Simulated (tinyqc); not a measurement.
Bias-temperature instability, empirical power law with universal recovery: one step of the calculation.

Threshold-voltage shift at the end of a stress: dV = A (V/V0)^g exp[-(Ea q/kB)(1/T - 1/T0)] (t/1 s)^n. After a delay tr the permanent share pp stays and the rest falls by r = 1/(1 + B (tr/t)^be). An empirical model: its parameters are fits, not properties.

Question. Shift and lifetime at use conditions. The lifetime solves dV = dc; ten years are 3.15576e8 s.

Parameters, values chosen for the exercise: reference stress voltage V0 = 2 V; reference temperature T0 = 398 K; shift after 1 s at V0 and T0 A = 10 mV; time exponent n = 0.19; voltage exponent g = 4.9; apparent activation energy of the shift Ea = 0.09 eV; use voltage V = 0.81 V; use temperature T = 328 K; failure criterion dc = 50 mV.

Constants: q = 1.602176634e-19 C, kB = 1.380649e-23 J/K. Results are converted to the units shown.

Give: voltage factor; temperature factor; shift after ten years; lifetime; largest voltage for ten years.

Answer.

voltage factor = 0.011927
temperature factor = 0.57119
shift after ten years = 2.8063 mV
lifetime = 3.831e7 years
largest voltage for ten years = 1.4580 V

The device passes: the shift at ten years is below dc. A lifetime beyond 100 years is a far extrapolation of the power law. In time the voltage exponent is g/n = 25.8 and the activation energy Ea/n = 0.474 eV.

Program tinyqc, `OMP_NUM_THREADS=1 python tinyqc.py 2070144 2070145 out.jsonl`; Intel Xeon 2.30GHz, shared host, one thread, about 0.01 s.
